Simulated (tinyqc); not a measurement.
p-type polysilicon, carrier trapping at grain boundaries: one step of the calculation.

One-dimensional grains of size Lg, uniform ionised doping N, monovalent traps Qt at each boundary at a depth Et below (for electrons) or above (for holes) the band edge there, abrupt depletion of width W on each side of a boundary, Boltzmann statistics. xi is the distance from the band edge at the grain centre to the Fermi level. Trapped charge Qt/(1 + exp((xi + VB - Et)/Vt)) = 2 N W, barrier VB = q N W^2/(2 eps0 eps_r).

Problem. Resistivity and effective mobility. n0 = NB exp(-xi/Vt); mean density n0 (1 - 2 W/Lg) by charge balance in a partly depleted grain, and n0 (sqrt(pi)/2) erf(u)/u with u = sqrt(VB/Vt) in a fully depleted one; v = sqrt(kB T/(2 pi ms m0)); barrier resistivity Vt exp(VB/Vt)/(q fe n0 v Lg); grain resistivity (1 - 2 W/Lg)/(q n0 mug); effective mobility 1/(q mean density total resistivity).

Values chosen for this exercise; values of the order met in polycrystalline silicon:
```
symbol,value,unit,meaning
T,300,K,temperature
NB,2.65e19,cm^-3,valence-band density of states at T
Lg,120,nm,grain size
ms,0.3,m0,mass for thermionic emission
fe,0.25,,correction factor of the emission rate
mug,69,cm^2/(V s),mobility inside the grains
```

Constants: q = 1.602176634e-19 C, kB = 1.380649e-23 J/K, m0 = 9.1093837015e-31 kg, Vt = kB T/q. Results are converted to the units shown.

W = 8.7206228 nm
xi = 0.10423959 V
VB = 0.027640040 V

Give: n0; mean density; v; barrier resistivity; grain resistivity; resistivity; effective mobility.

Solution.

n0 = 4.700e17 cm^-3
mean density = 4.017e17 cm^-3
v = 4.911e6 cm/s
barrier resistivity = 0.06787 ohm cm
grain resistivity = 0.1645 ohm cm
resistivity = 0.2324 ohm cm
effective mobility = 66.87 cm^2/(V s)

The resistivity is 1.21 times that of a single crystal with the same N and mobility mug, and the mean density is 85.5 % of N.

Computed by the program tinyqc: `OMP_NUM_THREADS=1 python tinyqc.py 2830173 2830174 out.jsonl`, one thread of a shared Intel Xeon 2.30GHz, about 0.01 s for the whole run.
